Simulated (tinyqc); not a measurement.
Raising U: Hubbard chain of 5 sites, mean field against exact. Computed by the program tinyqc. Collinear unrestricted mean field (the lowest of 40 random starts) against exact diagonalisation.

one-body matrix (hopping and site energies) (eV):
```
,1,2,3,4,5
1,0.0000,-0.7900,0.0000,0.0000,0.0000
2,-0.7900,0.0000,-0.7900,0.0000,0.0000
3,0.0000,-0.7900,0.0000,-0.7900,0.0000
4,0.0000,0.0000,-0.7900,0.0000,-0.7900
5,0.0000,0.0000,0.0000,-0.7900,0.0000
```

electrons, up and down: 3  1

Exact and mean-field results (eV):
```
U,U/t,E exact,E mean field,mean |n_up - n_down|,"double occupancy, exact",first gap in the sector
0.400,0.506,-3.30483,-3.29526,0.400,0.105,0.571
0.790,1.000,-3.11101,-3.07363,0.400,0.094,0.552
1.580,2.000,-2.78424,-2.63913,0.400,0.072,0.493
2.370,3.000,-2.53533,-2.22981,0.414,0.055,0.430
3.160,4.000,-2.34757,-1.93915,0.646,0.041,0.374
4.740,6.000,-2.09508,-1.65841,0.743,0.025,0.287
6.320,8.000,-1.93955,-1.52156,0.770,0.016,0.230
9.480,12.000,-1.76413,-1.41138,0.794,0.008,0.161
15.800,20.000,-1.61127,-1.35795,0.798,2.99e-03,0.100
```

What does the comparison show, and why?

In absolute terms mean field is worst at U/t = 6.0, 0.437 eV too high: at small U it is nearly exact, and at large U it still misses the motion of the hole through a fluctuating spin background. Relative to the exact energy its error is 0.3 % at the smallest U, 22 % at most and 16 % at the largest. The double occupancy falls from 0.105 to 0.003.
